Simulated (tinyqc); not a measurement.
Worked calculation: effective mass of the conduction band from tabulated energies. Values are carried at full precision from step to step, so a last printed digit may differ when a step is redone from the rounded ones.

c = hbar^2/2m0. A uniform scatter of up to 1 meV has been added to mimic numerical noise.
Constants: hbar^2/2m0 = 3.80998211 eV angstrom^2; kB = 8.617333262e-05 eV/K.

Values chosen for the exercise (out of a larger set: band of an eight-band Kane model near CdTe; not measured data): T = 300 K (temperature).

## Finite differences

Energies along [111], from the band edge:

| k (1/angstrom) | E (meV) |
|---|---|
| 0.00000 | 0.0000 |
| 0.01100 | 4.3751 |
| 0.02200 | 20.0726 |
| 0.03300 | 42.6217 |
| 0.04400 | 74.4099 |
| 0.05500 | 113.1923 |
| 0.06600 | 158.6580 |
| 0.07700 | 210.2492 |
| 0.08800 | 263.9470 |

reference mass (curvature of the model at k = 0.0001 1/angstrom) = 0.09500 m0

The band is even in k. m = c k^2/E(k) from the points 1, 2, 4 (k = 0 is point 0); Richardson from points 1 and 2: c/m = [16 E(k1) - E(k2)]/(12 k1^2).

m from points 1, 2, 4 (m0): 0.10537  0.09187  0.09913

m by Richardson = 0.11080 m0

Errors against the reference: +10.92, -3.30 and +4.35 % and +16.63 %. The extrapolation does not help: a scatter of 1 meV is 23 % of the first energy, and the formula weights that point by 4/3.

## Least squares over all points

Fit E = a k^2 (a = sum k^2 E/sum k^4), then E = a k^2 + b k^4 from the normal equations; E in eV; m = c/a.

sums of k^4, k^6, k^8: 0.00012843  7.9182e-07  5.2914e-09

sums of k^2 E, k^4 E: 0.0045248  2.7600e-05

a, one term = 35.231 eV angstrom^2

a and b, two terms: 39.70  -725.3

m, one and two terms (m0): 0.10814  0.09596

The parabola over all points errs by +13.8 % because the weights k^4 favour the outer points; the second term brings the error to +1.0 %.

## The non-parabolic form

E (1 + alpha E) = c k^2/m means that y = c k^2/E is a straight line in E with intercept m and slope m alpha. Fit the line by unweighted least squares over points 1 to 8, E in eV.

y (m0): 0.10537  0.09187  0.09735  0.09913  0.10182  0.10460  0.10744  0.11178

m = 0.09672 m0
alpha = 0.532 1/eV

The intercept errs by +1.81 %. The scatter of the first points, divided by small energies, tilts an unweighted line. The model has Eg = 1.597 eV, and for two bands alpha is near 1/Eg = 0.63 1/eV.

## Which mass for which use

From the fitted m and alpha: momentum mass at energy E, m (1 + 2 alpha E); curvature mass m (1 + 2 alpha E)^3; thermal factors to first order in alpha kT: density of states Nc (1 + 15 alpha kT/4), conductivity mass m (1 + 5 alpha kT). Take E = 3 kT/2.

alpha kT = 0.0137
momentum mass = 0.10070 m0
curvature mass = 0.10918 m0
factor on Nc = 1.0515
thermal conductivity mass = 0.10336 m0

alpha kT is small, so first order serves.

## Checks

- Two-term fit by normal equations against a least-squares routine: both 39.7031.

Run: tinyqc, `OMP_NUM_THREADS=1 python tinyqc.py 1880976 1880977 out.jsonl`; Intel(R) Xeon(R) Processor @ 2.30GHz, one thread, shared host; about 0.01 s of CPU time with all checks.
